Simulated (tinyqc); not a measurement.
# p-n diode with diffusion and depletion-layer recombination: effects of single changes

Abrupt junction in the depletion approximation, low injection, full ionisation, neutral widths fixed, ohmic contact on the p side. Vj is the junction voltage; where a series resistance Rs is given, V = Vj + J Rs is the terminal voltage.

Inputs (values chosen for the exercise); band and dielectric values those of a made-up semiconductor: temperature T = 300 K; band gap Eg = 1.02 eV; relative permittivity eps_r = 11.8; conduction-band density of states at T Nc = 5.5e17 cm^-3; valence-band density of states at T Nv = 9.89e18 cm^-3; acceptor density Na = 9.3e17 cm^-3; donor density Nd = 2.2e16 cm^-3; electron mobility in the p side mun = 1000 cm^2/(V s); hole mobility in the n side mup = 180 cm^2/(V s); electron lifetime tn = 4e-6 s; hole lifetime tp = 4e-6 s; neutral width of the p side wp = 3.8 um; neutral width of the n side wn = 4 um; recombination velocity at the n contact Sp = 5000 cm/s; series resistance Rs = 0.0031 ohm cm^2; trap level above the intrinsic level Et = 0 eV; junction voltage at which recombination is evaluated Vj = 0.68 V.

Constants: q = 1.602176634e-19 C, kB = 1.380649e-23 J/K, Vt = kB T/q, eps0 = 8.8541878128e-14 F/cm where lengths are in cm. Results are converted to the units shown.

Each table varies one quantity; the others keep the values above.

## Currents and ideality against junction voltage

ni = sqrt(Nc Nv) exp(-Eg/(2 Vt)), Eg in volts; D = mu Vt; Ln = sqrt(Dn tn), Lp = sqrt(Dp tp); J0n = q ni^2 Dn coth(wp/Ln)/(Ln Na); J0p = (q ni^2 Dp/(Lp Nd)) (s + tanh(wn/Lp))/(1 + s tanh(wn/Lp)), s = Sp Lp/Dp. J_diff = (J0n + J0p)(exp(Vj/Vt) - 1). Vbi = Vt ln(Na Nd/ni^2), W = sqrt(2 eps0 eps_r (Vbi - Vj)(1/Na + 1/Nd)/q), xp = W Nd/(Na + Nd), xn = W Na/(Na + Nd); u(x) = q Na (x + xp)^2/(2 eps0 eps_r) for x < 0 and Vbi - Vj - q Nd (xn - x)^2/(2 eps0 eps_r) for x > 0; p = Na exp(-u/Vt), n = Nd exp((u - Vbi + Vj)/Vt); U = ni^2 (exp(Vj/Vt) - 1)/(tp (n + ni exp(Et/Vt)) + tn (p + ni exp(-Et/Vt))); J_scr = q times the integral of U from -xp to xn. J = J_diff + J_scr. Ideality = (1/Vt) dVj/d ln J or (1/Vt) dV/d ln J; last column ni^2 exp(Vj/Vt)/N^2.

Currents and ideality against junction voltage:
columns A: Vj (V); B: J_diff (A/cm^2); C: J_scr (A/cm^2); D: J (A/cm^2); E: V (V); F: ideality against Vj; G: ideality against V; H: minority/doping, lighter side
```
A            B         C         D       E      F      G          H
0.22  7.459e-9  1.665e-8  2.411e-8  0.2200  1.482  1.482  4.086e-10
0.28  7.598e-8  5.674e-8  1.327e-7  0.2800  1.252  1.252   4.162e-9
0.34  7.739e-7  1.942e-7  9.681e-7  0.3400  1.104  1.104   4.239e-8
0.41  1.160e-5  8.269e-7  1.243e-5  0.4100  1.032  1.032   6.356e-7
0.47  1.182e-4  2.916e-6  1.211e-4  0.4700  1.011  1.011   6.473e-6
0.53  0.001204  1.054e-5  0.001214  0.5300  1.004  1.004   6.593e-5
0.6    0.01805  4.946e-5   0.01810  0.6001  1.001  1.003   9.886e-4
0.66    0.1838  1.941e-4    0.1840  0.6606  1.000  1.022    0.01007
0.72     1.872  7.465e-4     1.873  0.7258  1.000  1.225     0.1025
```

What does the table show?

The ideality against Vj falls from 1.48 to 1.00. Diffusion overtakes recombination in the layer between Vj = 0.22 and 0.28 V. J_scr alone has an ideality of 1.89 between the first two rows and 1.72 between the last two. From Vj = 0.72 V the series resistance raises the terminal ideality by over a tenth; there J Rs = 0.22 Vt. Rows from Vj = 0.72 V on lie beyond low injection.

## Effect of the neutral width of the n side

Same model as above.

J = J_diff + J_scr.

The same in every row: J0n (A/cm^2) = 4.671e-13; J_scr (A/cm^2) = 3.070e-4.

Effect of the neutral width of the n side:
```
wn (um)  J0p (A/cm^2)  J_diff (A/cm^2)  J_scr/J (%)     wn/Lp
0.2         1.422e-12           0.5008      0.06127  0.004636
0.6         1.367e-12           0.4863      0.06309   0.01391
2           1.206e-12           0.4437      0.06915   0.04636
6           9.106e-13           0.3653      0.08397    0.1391
20          5.275e-13           0.2637       0.1163    0.4636
50          3.554e-13           0.2181       0.1406     1.159
200         3.130e-13           0.2069       0.1482     4.636
500         3.129e-13           0.2068       0.1482     11.59
```

As wn goes from 0.2 to 500, J0p falls from 1.42e-12 to 3.13e-13 A/cm^2, J_scr stays at 3.07e-4 A/cm^2 and its share rises from 0.0613 to 0.148 %. J0p goes as wn^(-0.04) between the first two rows and wn^(0.00) between the last two; Lp = 43.1 um divides the short base from the long one.

tinyqc, about 0.01 s, one thread, Intel Xeon 2.30GHz (shared host): `OMP_NUM_THREADS=1 python tinyqc.py 2260030 2260031 out.jsonl`
